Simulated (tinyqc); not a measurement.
Worked calculation: exchange-split free-electron bands and tunnelling magnetoresistance. Values are carried at full precision from step to step, so a last printed digit may differ when a step is redone from the rounded ones.

Majority and minority bands E = c k^2/m -/+ Dx/2, c = hbar^2/2m0, so k_up = sqrt(m (EF + Dx/2)/c), k_dn = sqrt(m (EF - Dx/2)/c); n_s = k_s^3/(6 pi^2), D_s = m k_s/(4 pi^2 c).

Constants: hbar^2/2m0 = 3.80998211 eV angstrom^2.

Values chosen for the exercise: EF = 2.67 eV (Fermi energy above the mean band bottom); Dx = 1.61 eV (exchange splitting); m = 0.85 m0 (mass in the electrodes); mb = 0.37 m0 (mass in the barrier); phi = 2.92 eV (barrier height above EF); d = 17.4 angstrom (barrier thickness).

## The two Fermi spheres

Give k_s, n_s, D_s, the moment per electron (n_up - n_dn)/n and three polarisations: of D, of D v and of D v^2 (v proportional to k).

k_up, k_dn (1/angstrom): 0.8805  0.6450

n_up, n_dn (1/angstrom^3): 0.01153  0.00453

D_up, D_dn (1/(eV angstrom^3)): 0.00498  0.00365

moment per electron = 0.4356 muB

polarisations: D 0.1543, D v 0.3015, D v^2 0.4356

The three numbers differ although they describe one band structure: each probe (density of states, ballistic current, diffusive current) weights the velocity differently.

## Transmissions

Barrier: kappa = sqrt(mb phi/c), c = hbar^2/2m0. With a = k1/m, b = k2/m, w = kappa/mb, the transmission at normal incidence is T(k1, k2) = 4 a b w^2/[w^2 (a + b)^2 + (w^2 + a^2)(w^2 + b^2) sinh^2(kappa d)]. Parallel: G_P = T(up, up) + T(dn, dn); antiparallel: G_AP = 2 T(up, dn); TMR = (G_P - G_AP)/G_AP. Julliere: TMR = 2 P^2/(1 - P^2). Slonczewski factor: P_eff = P_k (w^2 - a_up a_dn)/(w^2 + a_up a_dn), P_k = (k_up - k_dn)/(k_up + k_dn).

Evaluate kappa and the three T.

kappa = 0.5325 1/angstrom
kappa d = 9.266

T: up-up 3.220e-08, dn-dn 2.438e-08, up-dn 2.802e-08

The majority channel transmits more, by a factor 1.32; the common factor exp(-2 kappa d) is 8.95e-09.

## Magnetoresistance

From the T, and from the Julliere formula with P_k and with P_eff.

TMR from T = 0.97 %
P_k = 0.1543
P_eff = 0.0694
Julliere with P_k = 4.88 %
Julliere with P_eff = 0.97 %

The interface factor is +0.450. The plain Julliere value lies 3.9 points above the result and the one with P_eff 0.00 points from it. Symmetry filtering in crystalline barriers, which gives far larger values, is outside this model.

## Checks

- TMR of a thick barrier against the Julliere formula with P_eff: both 0.009685.

Computed by tinyqc, a small Python program: `OMP_NUM_THREADS=1 python tinyqc.py 1681392 1681393 out.jsonl` (the numbers bound the seed that draws the inputs); one thread of a shared host (Intel(R) Xeon(R) Processor @ 2.30GHz), about 0.01 s for the whole set of steps.
